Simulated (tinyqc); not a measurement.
Inside a calculation: deep level with several charge states, and Shockley-Read-Hall recombination. Values are carried at full precision from step to step, so a last printed digit may differ when a step is redone from the rounded ones.

Energies from Ev. The defect has charge states +1, 0, -1 with weights 1, gm exp((EF - E1)/kT), exp((2 EF - E1 - E2)/kT); the shares are the weights over their sum. Boltzmann carriers: n = Nc exp((EF - Eg)/kT), p = Nv exp(-EF/kT). Neutrality: p - n + Nd + Nt <q> = 0.

Constants: kB = 8.617333262e-05 eV/K.

Inputs chosen for the exercise (gap and densities of states near those of SiC at this temperature; shifted at random, so the results belong to these values and not to a real crystal): Eg = 3.188 eV (gap); Nc = 2.19e+19 1/cm^3 (conduction-band density of states); Nv = 4.23e+19 1/cm^3 (valence-band density of states); T = 350 K; E1 = 1.121 eV (level (+1/0) above Ev); E2 = 1.808 eV (level (0/-1) above Ev); gm = 1 (degeneracy of the middle state, the others 1); Nt = 5.8e+13 1/cm^3 (defects); Nd = -6.4e+14 1/cm^3 (ionised shallow donors minus acceptors); E_try = 2.144 eV (trial Fermi level); Et = 1.808 eV (recombination level above Ev); sn = 3.8e-16 cm^2 (electron capture cross-section); sp_ = 7.3e-15 cm^2 (hole capture cross-section); vth = 19000000 cm/s (thermal velocity, both carriers); Nm = 1.5e+15 1/cm^3 (equilibrium holes for the lifetime steps); dn = 4.7e+15 1/cm^3 (excess pairs).

## Charge states at a trial Fermi level

Form the exponents, the shares, the mean charge and the residual of neutrality at EF = E_try.

exponents of the second and third weights: 33.918  45.059

shares: +1 0.0000, 0 0.0000, -1 1.0000

<q> = -1.0000

n, p (1/cm^3): 2.03e+04  5.68e-12

residual = -6.98e+14 1/cm^3

The residual is negative, so EF must fall.

## The neutral state

Solve for EF.

EF = 0.3376 eV

shares at EF: +1 1.000, 0 0.000, -1 0.000

n = 1.98e-22 1/cm^3
p = 5.82e+14 1/cm^3

Without the defects the majority density would be 6.40e+14 1/cm^3; with them the density of these carriers is 5.82e+14, so they compensate part of the doping. Most defects are in the state +1.

## Recombination through one level

One level at Et with degeneracy 1: tn = 1/(sn vth Nt), tp = 1/(sp_ vth Nt), n1 = Nc exp((Et - Eg)/kT), p1 = Nv exp(-Et/kT), ni^2 = n1 p1. Equilibrium p0 = Nm, n0 = ni^2/Nm; n = n0 + dn, p = p0 + dn. U = (n p - ni^2)/(tp (n + n1) + tn (p + p1)), lifetime dn/U; emission rates en = sn vth n1, ep = sp_ vth p1.

Evaluate each quantity.

tn, tp (microsecond): 2.388  0.1243

n1, p1 (1/cm^3): 0.295  3.91e-07

U = 1.89e+21 1/(cm^3 s)
lifetime = 2.48 microsecond

The lifetime is 1.039 times the minority capture time tn and 0.988 times tn + tp, the limit of high injection.

## Emission and generation in a depleted region

With n = p = 0 the level generates pairs at G = Nt en ep/(en + ep); generation lifetime tg = ni/G; current density e G W for a width W = 1 micrometre, e = 1.602176634e-19 C.

en, ep (1/s): 2.13e-09  5.42e-14

G = 3.15 1/(cm^3 s)
tg = 108 microsecond
current density = 5.04e-23 A/cm^2

The slower step, hole emission, limits the rate: en/ep = 3.92e+04.

## Checks

- U against hole capture minus emission at the steady occupation of the level (1/(cm^3 s)): both 1.893e+21.

Computed by tinyqc, a small Python program: `OMP_NUM_THREADS=1 python tinyqc.py 1680176 1680177 out.jsonl` (the numbers bound the seed that draws the inputs); one thread of a shared host (Intel(R) Xeon(R) Processor @ 2.30GHz), about 0.01 s for the whole set of steps.
